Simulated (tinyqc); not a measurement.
Inside a calculation: conductance of a narrow metal strip with scatterers (square lattice, Green functions). Values are carried at full precision from step to step, so a last printed digit may differ when a step is redone from the rounded ones.

A strip of W sites across with hard walls, site energy 0 and hopping -t. Mode n = 1 to W has profile chi_n(j) = sqrt(2/(W + 1)) sin(n j pi/(W + 1)) and energy en = -2t cos(n pi/(W + 1)); E = en - 2t cos(kn a). With z_n = exp(i kn a) (Im k > 0 for closed modes, |z| < 1) each lead gives the self-energy -t z_n in mode n. One column carries the site energies v, here one foreign atom. In the mode basis V_nm = sum_j chi_n(j) v_j chi_m(j), G = (E - en + 2 t z_n - V)^-1, and t_nm = 2t sqrt(sin(kn a) sin(km a)) G_nm in size for open modes. T = sum |t_nm|^2, conductance (2e^2/h) T.

Constants: e^2/h = 3.874045865e-05 S.

Values chosen for the exercise (hopping and spacing of the size met in Cu or Al; the lattice is a model; shifted at random, so the results belong to these values and not to a real crystal): t = 0.98 eV (hopping); a = 2.75 angstrom (spacing); W = 5 (sites across); E = -2.28 eV (Fermi energy); v = (0, 0, 1.9, 0, 0) eV (site energies in the scattering column).

## Modes at the Fermi energy

For each n: en, cos(kn a) = (en - E)/(2t), z_n and the velocity 2 t a sin(kn a) (zero if closed).

Modes:
```
n  en (eV)  cos(k a)                 z  dE/dk (eV angstrom)
1  -1.6974   0.29724  0.29724+0.95480i               5.1464
2  -0.9800   0.66327  0.66327+0.74838i               4.0338
3   0.0000   1.16327           0.56897               0.0000
4   0.9800   1.66327           0.33419               0.0000
5   1.6974   2.02929           0.26350               0.0000
```

2 of 5 modes are open, so the clean strip has a resistance of 6453 ohm, whatever its length.

## The scatterer in the mode basis

Form V_nm.

V (eV), rows n=1, n=2, n=3, n=4, n=5 and columns alike:
```
[[0.6333, 0, -0.6333, 0, 0.6333],
 [0, 0, 0, 0, 0],
 [-0.6333, 0, 0.6333, 0, -0.6333],
 [0, 0, 0, 0, 0],
 [0.6333, 0, -0.6333, 0, 0.6333]]
```

A single site couples every mode that has amplitude on it.

## Green function and transmission

E - en + 2 t z_n = 2t (z_n - cos(kn a)). Invert, form |t_nm|^2 = (2t)^2 Im(z_n) Im(z_m) |G_nm|^2 and sum. The added resistance is 1/(2 (e^2/h) T) less the same for the clean strip.

G (1/eV), rows n=1, n=2, n=3, n=4, n=5 and columns alike:
```
[[-0.1009-0.5146i, 0.0000, -0.0318-0.1620i, 0.0000, 0.0107+0.0545i],
 [0.0000, -0.6817i, 0.0000, 0.0000, 0.0000],
 [-0.0318-0.1620i, 0.0000, -0.5982-0.0510i, 0.0000, -0.0876+0.0172i],
 [0.0000, 0.0000, 0.0000, -0.3839, 0.0000],
 [0.0107+0.0545i, 0.0000, -0.0876+0.0172i, 0.0000, -0.2594-0.0058i]]
```

|t_nm|^2, rows n=1, n=2, n=3, n=4, n=5 and columns alike:
```
[[0.9630, 0, 0, 0, 0],
 [0, 1.0000, 0, 0, 0],
 [0, 0, 0, 0, 0],
 [0, 0, 0, 0, 0],
 [0, 0, 0, 0, 0]]
```

T = 1.9630
added resistance = 122 ohm

Mode 1 passes least (0.963) and mode 2 most (1.000); 0.0 % of the transmitted flux changes mode.

## Checks

- Transmitted plus reflected flux against the number of open modes: both 2.00000.

Computed by tinyqc, a small Python program: `OMP_NUM_THREADS=1 python tinyqc.py 1452533 1452534 out.jsonl` (the numbers bound the seed that draws the inputs); one thread of a shared host (Intel(R) Xeon(R) Processor @ 2.30GHz), about 0.01 s for the whole set of steps.
